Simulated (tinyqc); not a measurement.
# Tunnel rates from the two plateau currents

Inverse problem. With only the 0-1 transition of a spin-degenerate level in the bias window, I = 2 q G_in G_out/(2 G_in + G_out). Find GL and GR.

Constants: q = 1.602176634e-19 C. Results are converted to the units shown.

sizes of the plateau currents for electrons entering from the left and from the right (pA): 44.474213  40.622116

Answer. q/I(left) = 1/GR + 1/(2 GL) and q/I(right) = 1/GL + 1/(2 GR) are linear in 1/GL and 1/GR.

GL = 0.350 1/ns
GR = 0.460 1/ns

Computed by the program tinyqc: `OMP_NUM_THREADS=1 python tinyqc.py 2780101 2780102 out.jsonl`, one thread of a shared Intel Xeon 2.30GHz, about 0.01 s for the whole run.
